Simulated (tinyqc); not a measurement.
Spin coating of a resist or spin-on film: centrifugal thinning, evaporation and the final thickness (Emslie and Meyerhofer models). Changing the spin speed f. Computed by tinyqc, a small Python program. Command: `OMP_NUM_THREADS=1 python tinyqc.py 3110470 3110471 out.jsonl spincoat sweep`. One thread of a shared host (Intel(R) Xeon(R) Processor @ 2.30GHz), about 0.3 s of CPU time with the checks.

A Newtonian film stays uniform over the wafer; solvent and solids have the same density and the concentration is uniform through the thickness.

Inputs (values chosen for the exercise, of the order of those of a polymer resist in an ester solvent):

| quantity | value | unit |
|---|---|---|
| solids volume fraction c0 | 0.06 | - |
| kinematic viscosity of the solvent nu_s | 1.3 | mm^2/s |
| viscosity constant k | 990 | mm^2/s |
| viscosity exponent gamma | 3.4 | - |
| evaporation rate at 1000 rpm e0 | 0.59 | micrometre/s |
| starting thickness h0 | 900 | micrometre |
| wafer radius R | 100 | mm |
| shrinkage in the bake | 5.4 | % |

Method:
- omega = 2 pi f/60; nu(c) = nu_s + k c^gamma; evaporation rate e = e0 sqrt(f/1000 rpm).
- Flow constant K = 2 omega^2/(3 nu(c0)); Reynolds number of the air omega R^2/nu_air with nu_air = 15 mm^2/s.
- Full model for solids s and liquid l per area, h = s + l, c = s/h: ds/dt = -c Q, dl/dt = -(1 - c) Q - e, Q = 2 omega^2 h^3/(3 nu(c)); integrated adaptively (relative tolerance 1e-9) until l = 0.
- Dry film = s at l = 0, before the bake; film after the bake = s x (1 - shrinkage).

One run for each value:

| spin speed f (rpm) | dry film (nm) | time to dry (s) | Reynolds number of the air |
|---|---|---|---|
| 400 | 478.05 | 23.866 | 2.7925e+04 |
| 610 | 387.11 | 15.650 | 4.2586e+04 |
| 940 | 311.84 | 10.156 | 6.5624e+04 |
| 1400 | 255.53 | 6.819 | 9.7738e+04 |
| 2200 | 203.84 | 4.339 | 1.5359e+05 |
| 3400 | 163.97 | 2.808 | 2.3736e+05 |
| 5200 | 132.59 | 1.836 | 3.6303e+05 |
| 8000 | 106.89 | 1.193 | 5.5851e+05 |

Over the rows, dry film (nm) falls from 478 to 107 (exponent d ln y / d ln x about -0.50 throughout); time to dry (s) falls from 23.9 to 1.19 (exponent d ln y / d ln x about -1.00 throughout); Reynolds number of the air rises from 27900 to 559000 (exponent d ln y / d ln x about 1.0 throughout). The exponent of dry film stays at -0.50: (e/omega^2)^(1/3) with e as sqrt(f).

Caution (rows 5200, 8000): above a Reynolds number of about 3e5 the air flow near the rim turns turbulent, and evaporation is no longer uniform.
